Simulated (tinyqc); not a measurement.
Tight binding, honeycomb lattice, step by step. Computed by tinyqc, a small Python program that keeps every step. Settings: t1 = 1.43, t2 = 0, phi = 0, delta = 0, points = 5. Command: `OMP_NUM_THREADS=1 python tinyqc.py 31236 31237 out.jsonl` (the two numbers bound the seeds that draw the settings). One thread of a shared host (Intel(R) Xeon(R) Processor @ 2.60GHz), about 0.01 s of CPU time with the checks.

## Bloch Hamiltonian at k

Parameters chosen for this model:

| parameter | value | unit |
|---|---|---|
| t1 | 1.430000 | eV, nearest |
| t2 | 0 | eV, second neighbours |
| phi | 0 | rad, phase of t2 (Haldane) |
| delta | 0 | eV, +/- on A and B |

k point k (fractions of the reciprocal vectors): 0.230000  -0.160000

H_AB = -t1 (1 + exp(-i k.a1) + exp(-i k.a2)); H_AA = delta - 2 t2 sum cos(k.b + phi), H_BB = -delta - 2 t2 sum cos(k.b - phi), b = a1, a2 - a1, -a2.

H(k) at k (eV):
```
                     A                    B
A             0.000000  -2.375459+0.211335i
B  -2.375459-0.211335i             0.000000
```

## Levels at k

Diagonalise the Hermitian matrix.

eigenvalues (eV): -2.384841  2.384841

weights |c|^2 of the basis functions:
```
     band 1    band 2
A  0.500000  0.500000
B  0.500000  0.500000
```

## Bloch Hamiltonian at K

k point K (fractions of the reciprocal vectors): 0.333333  0.666667

As before.

H(k) at K (eV):
```
          A         B
A  0.000000  0.000000
B  0.000000  0.000000
```

## Levels at K

As before.

eigenvalues (eV): 0.000000  0.000000

## Bands along a path

The same steps at evenly spaced points between the labelled ones.

Bands along the path (eV):

| k | band 1 | band 2 |
|---|---|---|
| G | -4.290000 | 4.290000 |
| G-K 0.33 | -3.620887 | 3.620887 |
| G-K 0.67 | -1.926634 | 1.926634 |
| K | 0 | 0 |
| K-M 0.33 | -0.760887 | 0.760887 |
| K-M 0.67 | -1.257521 | 1.257521 |
| M | -1.430000 | 1.430000 |
| M-K' 0.33 | -1.257521 | 1.257521 |
| M-K' 0.67 | -0.760887 | 0.760887 |
| K' | 0 | 0 |

With 1 band(s) filled, the highest filled level on these points lies at K and the lowest empty one at K: the bands touch or overlap, so there is no gap.
